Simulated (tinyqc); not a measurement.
Inside a calculation. Method: Hubbard chain of 6 sites. One step of it, computed by the program tinyqc.

Question. Mean-field iteration 1. H(up) = T + U n(down), H(down) = T + U n(up); fill the lowest levels; n(new) = n + mixing (n(out) - n); E = tr T (rho up + rho down) + U sum n_up n_down of the output.

one-body matrix (hopping and site energies) (eV), order 1, 2, 3, 4, 5, 6:
$$\begin{pmatrix}
0.000000 & -1.810000 & 0.000000 & 0.000000 & 0.000000 & 0.000000 \\
-1.810000 & 0.000000 & -1.810000 & 0.000000 & 0.000000 & 0.000000 \\
0.000000 & -1.810000 & 0.000000 & -1.810000 & 0.000000 & 0.000000 \\
0.000000 & 0.000000 & -1.810000 & 0.000000 & -1.810000 & 0.000000 \\
0.000000 & 0.000000 & 0.000000 & -1.810000 & 0.000000 & -1.810000 \\
0.000000 & 0.000000 & 0.000000 & 0.000000 & -1.810000 & 0.000000
\end{pmatrix}$$

U = 3.600000 eV

electrons, up and down: [3, 3]

mixing = 0.200000

n(up) at the start (a guess, not normalised): 1 0.500000, 2 0.500000, 3 0.500000, 4 0.500000, 5 0.500000, 6 0.500000

n(down) at the start (a guess): 1 0.500000, 2 0.500000, 3 0.500000, 4 0.500000, 5 0.500000, 6 0.500000

Give: levels, up; levels, down; energy; n(up) after iteration 1; n(down) after iteration 1.

Answer.

levels, up (eV): [-1.4615, -0.4570, 0.9945, 2.6055, 4.0570, 5.0615]

levels, down (eV): [-1.4615, -0.4570, 0.9945, 2.6055, 4.0570, 5.0615]

energy = -7.2481 eV

n(up) after iteration 1: 1 0.5000, 2 0.5000, 3 0.5000, 4 0.5000, 5 0.5000, 6 0.5000

n(down) after iteration 1: 1 0.5000, 2 0.5000, 3 0.5000, 4 0.5000, 5 0.5000, 6 0.5000
